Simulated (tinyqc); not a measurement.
Orbital energy against energy difference: ionisation energy by orbital energies and by energy differences in the 6-31g* basis, for BeH2, spin multiplicity 1. Computed by the program tinyqc with PySCF. 

Geometry (angstrom):
```
atom       x        y       z
Be    0.0000   0.0000  0.0000
H     0.0000   1.2450  0.0000
H     0.0000  -1.2450  0.0000
```

CCSD(T) difference in the same basis = 11.9247 eV

IP-EOM-CCSD = 11.9763 eV

The cation is unrestricted; errors are against CCSD(T) in this basis, not against experiment.

First vertical ionisation energy (eV):
```
method     -e(HOMO)  E(cation) - E  error of -e(HOMO)  error of the difference
HF          12.4316      11.600657             0.5069                  -0.3241
LDA          7.4867      11.849481            -4.4380                  -0.0752
PBE          7.5036      11.871987            -4.4211                  -0.0527
B3LYP        8.7286      12.128528            -3.1961                   0.2038
PBE0         8.9161      12.059006            -3.0086                   0.1343
CAM-B3LYP   10.4333      12.223553            -1.4914                   0.2988
LC-wPBE     11.9152      12.374093            -0.0095                   0.4494
```

Koopmans errs by +0.51 eV and Delta-HF by -0.32 eV: relaxation, 0.83 eV, lowers the value and the missing correlation difference works against it. The PBE level is off by -4.4 eV through the wrong tail of its potential, though its energy difference is off by -0.05 eV; exact exchange deepens the level, and among the orbital energies LC-wPBE comes closest; among the differences PBE does.
